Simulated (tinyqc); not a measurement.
Valley splitting in a one-orbital chain of atomic planes (second-neighbour model): one step. Levels and the valley doublet. Two cases, with inputs chosen for the exercise.

Question. Diagonalise H. The two lowest levels are the doublet made from the valleys at +k0 and -k0; give their splitting, the weights of the lowest state, and its parity under reversal of the planes.

Case 1.

H (eV), lower triangle:
```
          1         2         3         4         5         6         7
1  1.391338
2  0.612902  1.391338
3  0.619924  0.612902  1.391338
4         0  0.619924  0.612902  1.391338
5         0         0  0.619924  0.612902  1.391338
6         0         0         0  0.619924  0.612902  1.391338
7         0         0         0         0  0.619924  0.612902  1.391338
```

Case 2.

H (eV), lower triangle:
```
           1         2         3         4         5         6         7         8         9        10
1   1.461975
2   0.671335  1.461975
3   0.643431  0.671335  1.461975
4          0  0.643431  0.671335  1.461975
5          0         0  0.643431  0.671335  1.461975
6          0         0         0  0.643431  0.671335  1.461975
7          0         0         0         0  0.643431  0.671335  1.461975
8          0         0         0         0         0  0.643431  0.671335  1.461975
9          0         0         0         0         0         0  0.643431  0.671335  1.461975
10         0         0         0         0         0         0         0  0.643431  0.671335  1.461975
```

Give: levels; splitting; weights on the planes; parity of the lowest state.

Answer.

Case 1.

levels (eV): 0.2323  0.3201  0.7785  1.1039  1.3916  2.4555  3.4576

splitting = 87.83 meV

weights on the planes: 0.099  0.165  0.035  0.401  0.035  0.165  0.099

parity of the lowest state: even

The mean of the doublet lies 0.2762 eV above the bulk minimum, and level 3 lies 0.5023 eV above that mean; the weights oscillate from plane to plane because the two valleys interfere.

Case 2.

levels (eV): 0.1563  0.1637  0.5464  0.6361  0.9985  1.2473  1.4670  2.3337  3.2142  3.8566

splitting = 7.41 meV

weights on the planes: 0.031  0.110  0.000  0.251  0.108  0.108  0.251  0.000  0.110  0.031

parity of the lowest state: even

The mean of the doublet lies 0.1600 eV above the bulk minimum, and level 3 lies 0.3864 eV above that mean; the weights oscillate from plane to plane because the two valleys interfere.

Computed by tinyqc, one run a case: `OMP_NUM_THREADS=1 python tinyqc.py N N+1 out.jsonl` with N = 1482514, 1482594; one thread of a shared Intel(R) Xeon(R) Processor @ 2.30GHz, about 0.02 s a run at most.
